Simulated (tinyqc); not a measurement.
## A spin-degenerate level with charging energy between two leads, rate equations: current against bias

States 0, up, down and 2 with energies 0, e1 - Ez/2, e1 + Ez/2 and 2 e1 + U. mu_L = +V/2, mu_R = -V/2 (meV), f(x) = 1/(1 + exp(x/kB T)). A transition that adds one electron of given spin at the energy E has the rate G f(E - mu) from each lead, and its reverse G [1 - f(E - mu)]. I counts electrons leaving the left lead, times q.

Transition energies: 0-up e1 - Ez/2, 0-down e1 + Ez/2, up-2 e1 + U + Ez/2, down-2 e1 + U - Ez/2. dp/dt = W p; W_ji is the rate from state i to j, and each column sums to zero. Steady state: W p = 0 with sum p = 1. I = q GL sum over transitions i-j of [fL p_i - (1 - fL) p_j].

Parameters, values chosen for the exercise:
- U = 4.9 meV (charging energy of the second electron)
- e1 = 1.49 meV (level)
- GL = 1.2 1/ns (tunnel rate to the left lead)
- GR = 1.4 1/ns (tunnel rate to the right lead)
- T = 1.1 K (temperature)
- Ez = 1.1 meV (Zeeman splitting)

Constants: q = 1.602176634e-19 C, kB = 1.380649e-23 J/K, Vt = kB T/q. Results are converted to the units shown.

Results:
```
V (mV)    I (pA)  I (GL + GR)/(q GL GR)  mean number  p(up) - p(down)
0.49    0.067308              6.5016e-4    3.0379e-4          3.04e-4
1.84      46.323                0.44745      0.20652            0.207
3.2       103.72                 1.0018      0.46238            0.458
4.55      138.00                 1.3330      0.61521           0.0444
5.9       141.66                 1.3684      0.63156          3.97e-5
7.25      141.67                 1.3684      0.63158          3.21e-8
9.96      141.67                 1.3684      0.63159          3.11e-5
11.31     144.36                 1.3944      0.64358           0.0326
12.66     159.27                 1.5384      0.71005            0.212
14.02     191.60                 1.8508      0.85420           0.0689
15.37     207.03                 1.9998      0.92299          8.22e-5
16.72     207.05                 2.0000      0.92308          6.65e-8
```

Estimate the missing row, V = 8.61 mV.

Computed row:
```
V (mV)  I (pA)  I (GL + GR)/(q GL GR)  mean number  p(up) - p(down)
8.61    141.67                 1.3684      0.63158          2.51e-8
```

With this row back in the table: The scaled current rises from 6.50e-4 to 2.00. A transition enters the bias window when V = 2 |E|: at 1.88, 4.08, 11.7, 13.9 mV, each step a few kB T = 0.0948 meV wide. With all four transitions inside, the scaled current tends to 2 and the mean number to 2 GL/(GL + GR) = 0.923; the last row has 2.00 and 0.923.

Range of the model: Rate equations need hbar G well below kB T; cotunnelling and the Kondo effect are left out.

tinyqc, about 0.01 s, one thread, Intel Xeon 2.30GHz (shared host): `OMP_NUM_THREADS=1 python tinyqc.py 2780044 2780045 out.jsonl`
